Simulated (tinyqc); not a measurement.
Spin coating of a resist or spin-on film: centrifugal thinning, evaporation and the final thickness (Emslie and Meyerhofer models): one step, computed by the program tinyqc.

A Newtonian film stays uniform over the wafer; solvent and solids have the same density and the concentration is uniform through the thickness.

Question. Thinning without evaporation. dh/dt = -K h^3 gives h = h0/sqrt(1 + 2 K h0^2 t); for long times h = 1/sqrt(2 K t).

Inputs (values chosen for the exercise, of the order of those of a polymer resist in an ester solvent): starting thickness h0 = 100 micrometre; time t = 0.48 s.

flow constant K = 0.02005974 1/(micrometre^2 s)

Give: h(t) without evaporation; long-time form; time 1/(2 K h0^2).

Answer.

h(t) without evaporation = 7.187 micrometre

long-time form = 7.206 micrometre

time 1/(2 K h0^2) = 0.002493 s

The long-time form is within 0.26 %: the starting thickness is forgotten.
